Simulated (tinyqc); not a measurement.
# Threshold-voltage variability of a planar MOSFET, analytic estimates: effects of single changes

Three independent sources add in quadrature: random dopants in the depleted layer, metal-gate grains of two orientations, and roughness of the two gate edges acting through the roll-off VT = VT(long) - Vr exp(-L/l). These are first-order estimates: no three-dimensional electrostatics, no percolation.

Values chosen for this exercise; material values close to those of silicon:

| symbol | value | unit | meaning |
|---|---|---|---|
| T | 350 | K | temperature |
| Eg | 1.11 | eV | band gap |
| eps_r | 11.5 |  | relative permittivity of the semiconductor |
| Nc | 3.59e19 | cm^-3 | conduction-band density of states at T |
| Nv | 3.39e19 | cm^-3 | valence-band density of states at T |
| Na | 2.8e18 | cm^-3 | channel doping |
| ti | 1.8 | nm | oxide-equivalent thickness in inversion |
| L | 32 | nm | gate length |
| W | 71 | nm | gate width |
| G | 5 | nm | metal grain size |
| dW | 0.1 | eV | work-function difference of the two grain orientations |
| p | 0.5 |  | share of the orientation of higher work function |
| De | 1.2 | nm | rms roughness of one gate edge |
| La | 10 | nm | correlation length of the roughness |
| l | 5.4 | nm | decay length of the threshold roll-off |
| Vr | 1.4 | V | prefactor of the roll-off |

Constants: q = 1.602176634e-19 C, kB = 1.380649e-23 J/K, Vt = kB T/q, eps0 = 8.8541878128e-14 F/cm where lengths are in cm. Results are converted to the units shown.

Each table varies one quantity; the others keep the values above.

## Scaling length and width together

ni = sqrt(Nc Nv) exp(-Eg/(2 Vt)), Eg in volts; Cox = 3.9 eps0/ti; Wd = sqrt(4 eps0 eps_r Vt ln(Na/ni)/(q Na)); dopants: s1 = (q/Cox) sqrt(Na Wd/(3 L W)). Grains: Ng = L W/G^2 (at least 1), s2 = dW sqrt(p (1 - p)/Ng). Edges, with exponential correlation and u = W/La: the mean gate length has sL^2 = 2 De^2 (2/u)[1 - (1 - exp(-u))/u]; s3 = sL (Vr/l) exp(-L/l). s = sqrt(s1^2 + s2^2 + s3^2). l and Vr are held fixed. W = 2.21875 L in every row; l is held fixed.

Scaling length and width together:

| L (nm) | s1 (mV) | s2 (mV) | s3 (mV) | s (mV) | s sqrt(L W) (mV um) |
|---|---|---|---|---|---|
| 21 | 37.247 | 7.9922 | 5.2355 | 38.453 | 1.2028 |
| 25 | 31.287 | 6.7135 | 2.3352 | 32.085 | 1.1948 |
| 31 | 25.232 | 5.4141 | 0.70463 | 25.816 | 1.1921 |
| 38 | 20.584 | 4.4167 | 0.17678 | 21.053 | 1.1917 |
| 47 | 16.642 | 3.5710 | 0.030408 | 17.021 | 1.1916 |
| 57 | 13.723 | 2.9445 | 0.0043737 | 14.035 | 1.1916 |
| 70 | 11.174 | 2.3977 | 3.5822e-4 | 11.428 | 1.1916 |

As L goes from 21 to 70 nm, s falls from 38.5 to 11.4 mV. The dopants are the largest source in the first and the last row. The product s sqrt(L W) falls from 1.20 to 1.19 mV um: s1 and s2 go as 1/sqrt(L W), so the change comes from s3 alone.

## Effect of the channel doping

Same model as above.

l and Vr are held fixed.

The same in every row: s2 (mV) = 5.245; s3 (mV) = 0.5778.

Effect of the channel doping:

| Na (cm^-3) | s1 (mV) | s (mV) | s sqrt(L W) (mV um) |
|---|---|---|---|
| 1.5e17 | 11.18 | 12.36 | 0.5891 |
| 2.6e17 | 12.96 | 13.99 | 0.6669 |
| 4.7e17 | 15.19 | 16.08 | 0.7663 |
| 8.2e17 | 17.62 | 18.40 | 0.8769 |
| 1.5e18 | 20.70 | 21.37 | 1.018 |
| 2.6e18 | 23.97 | 24.54 | 1.170 |
| 4.5e18 | 27.72 | 28.22 | 1.345 |
| 8e18 | 32.29 | 32.72 | 1.560 |

Read the table: what changes, and by how much?

As Na goes from 1.5e17 to 8e18 cm^-3, s rises from 12.4 to 32.7 mV. The dopants are the largest source in the first and the last row. s1 goes on average as Na^(0.27), near the 1/4 expected from Na Wd. For Na = 1.5e17 to 8.2e17 cm^-3 the depletion depth exceeds L, so source and drain share much of the charge and s1 is rough.

Computed by the program tinyqc: `OMP_NUM_THREADS=1 python tinyqc.py 2090080 2090081 out.jsonl`, one thread of a shared Intel Xeon 2.30GHz, about 0.01 s for the whole run.
